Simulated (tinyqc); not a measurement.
Band bending at a free surface with a continuum of surface states, surface photovoltage and Kelvin probe: one step of the calculation.

n-type bulk, xi = Ec - EF = Vt ln(Nc/Nd), p0 = ni^2/Nd, ni = sqrt(Nc Nv) exp(-Eg/(2 Vt)), Eg in volts. b is the upward band bending, u = b/Vt. Space charge per area, in units of q: Qc = sign(b) sqrt((2 eps0 eps_r Vt/q) [(Nd + dn)(exp(-u) - 1) + Nd u + (p0 + dn)(exp(u) - 1)]), with dn the excess density under light (flat quasi-Fermi levels; 0 in the dark). The states hold -Ds (E0 - xi - b): negative while the Fermi level lies above the neutrality level. Neutrality: Qc + Qf + (charge of the states) = 0.

Problem. Band bending in the dark. Newton step: b(new) = b - (Qc + Qf - Ds (E0 - xi - b))/(dQc/db + Ds), dQc/db = (eps0 eps_r/q) [Nd (1 - exp(-u)) + p0 exp(u)]/Qc.

Parameters, values chosen for the exercise; band and dielectric values close to those of silicon: temperature T = 300 K; band gap Eg = 1.13 eV; relative permittivity eps_r = 11.6; conduction-band density of states at T Nc = 2.8e19 cm^-3; valence-band density of states at T Nv = 2.66e19 cm^-3; donor density Nd = 1e15 cm^-3; fixed positive charge at the surface Qf = 0 cm^-2; density of surface states Ds = 6.5e12 cm^-2 eV^-1; depth of their neutrality level below the conduction edge E0 = 0.5 eV.

Constants: q = 1.602176634e-19 C, kB = 1.380649e-23 J/K, Vt = kB T/q, eps0 = 8.8541878128e-14 F/cm where lengths are in cm. Results are converted to the units shown.

b at the start = 0.19 V

Give: b after iteration 1.

Solution.

b after iteration 1 = 0.2274 V

Program tinyqc, `OMP_NUM_THREADS=1 python tinyqc.py 2430161 2430162 out.jsonl`; Intel Xeon 2.30GHz, shared host, one thread, about 0.01 s.
